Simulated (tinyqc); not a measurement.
X-ray photoelectron analysis of a thin oxide on a semiconductor: attenuation lengths, thickness, angle series and band offsets. Changing the oxide density. Computed by tinyqc, a small Python program. Command: `OMP_NUM_THREADS=1 python tinyqc.py 3112841 3112842 out.jsonl xps sweep`. One thread of a shared host (Intel(R) Xeon(R) Processor @ 2.30GHz), about 0.01 s of CPU time with the checks.

The same element is seen in the oxide and in the substrate, at nearly the same kinetic energy; films are flat and uniform, and the work function is ignored.

Inputs (values chosen for the exercise, modelled on SiO2 on silicon):

| quantity | value | unit |
|---|---|---|
| photon energy | 2000 | eV |
| binding energy of the core level | 99.4 | eV |
| oxide formula mass | 60.08 | g/mol |
| valence electrons per oxide formula | 16 | - |
| oxide gap | 8.98 | eV |
| substrate density | 2.33 | g/cm^3 |
| substrate formula mass | 28.09 | g/mol |
| valence electrons per substrate formula | 4 | - |
| substrate gap | 1.12 | eV |
| oxide thickness d | 0.6 | nm |
| emission angle from the normal | 0 | degrees |
| attenuation length over inelastic mean free path | 0.86 | - |
| carbon overlayer | 0.56 | nm |

Method:
- TPP-2M: lambda = E/(E_p^2 [b ln(c E) - C/E + D/E^2]) in angstrom, E_p = 28.8 sqrt(N_v rho/M), b = -0.10 + 0.944/sqrt(E_p^2 + E_g^2) + 0.069 rho^0.1, c = 0.191/sqrt(rho), U = N_v rho/M, C = 1.97 - 0.91 U, D = 53.4 - 20.8 U, with E = photon energy less binding energy in eV.
- Attenuation length L = factor x lambda.
- R_0 = (rho_o/M_o) L_o/((rho_s/M_s) L_s); peak ratio R = I_ox/I_sub = R_0 [exp(d/(L_o cos theta)) - 1]; hence d = L_o cos theta ln(1 + R/R_0). A carbon layer weakens both peaks alike, by exp(-d_C/(L_o cos theta)) if its L is taken equal to L_o. This R_0 leaves out intrinsic losses from the substrate peak, so calibrated values can be larger.

One run for each value:

| oxide density (g/cm^3) | L in the oxide (nm) | R_0 | ratio R |
|---|---|---|---|
| 1.71 | 4.5912 | 0.46017 | 0.06424 |
| 1.85 | 4.4989 | 0.48784 | 0.06960 |
| 1.99 | 4.4177 | 0.51528 | 0.07496 |
| 2.12 | 4.3500 | 0.54054 | 0.07994 |
| 2.26 | 4.2839 | 0.56748 | 0.08532 |
| 2.40 | 4.2235 | 0.59413 | 0.09069 |
| 2.54 | 4.1676 | 0.62046 | 0.09608 |
| 2.68 | 4.1154 | 0.64647 | 0.10147 |

Over the rows, L in the oxide (nm) falls from 4.59 to 4.12 (exponent d ln y / d ln x -0.26 between the first rows and -0.23 between the last); R_0 rises from 0.460 to 0.646 (exponent d ln y / d ln x about 0.76 throughout); ratio R rises from 0.0642 to 0.101 (exponent d ln y / d ln x about 1.0 throughout).

Extremes, crossings and ranges named in words are read from the listed rows.
